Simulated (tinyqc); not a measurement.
Interface traps from C-V curves, high-low and Terman methods: one step of the calculation.

MOS capacitor on an n-type substrate; psi is the band bending, negative in depletion; only majority carriers are counted. At the bending psi the Fermi level lies y = xi - psi below the conduction edge at the surface, xi = Vt ln(Nc/Nd). Dit(y) = D0 + D1 exp(-y/E1); traps fill up to the Fermi level, follow the bias and a slow signal, and do not follow a fast one. V is the gate voltage from flat band.

Problem. High-low extraction. q Dit = (1/C_LF - 1/Cox)^(-1) - (1/C_HF - 1/Cox)^(-1) at each point.

Constants: q = 1.602176634e-19 C. Results are converted to the units shown.

```
point  C_HF (nF/cm^2)  C_LF (nF/cm^2)
0           17.958965       91.313906
1           18.985040       91.502464
2           20.225087       91.815571
3           21.768839       92.358619
4           23.771200       93.316314
5           26.531215       94.976881
6           30.736060       97.688030
7           38.506418       101.64875
8           58.730541       106.68368
```

Cox = 119.07356 nF/cm^2

Wanted: Dit by high-low.

Solution.

Dit by high-low, point 0 to 8 (cm^-2 eV^-1): 2.3127e12  2.3255e12  2.3513e12  2.4031e12  2.5072e12  2.7162e12  3.1363e12  3.9803e12  5.6760e12

Computed by the program tinyqc: `OMP_NUM_THREADS=1 python tinyqc.py 2030058 2030059 out.jsonl`, one thread of a shared Intel Xeon 2.30GHz, about 0.01 s for the whole run.
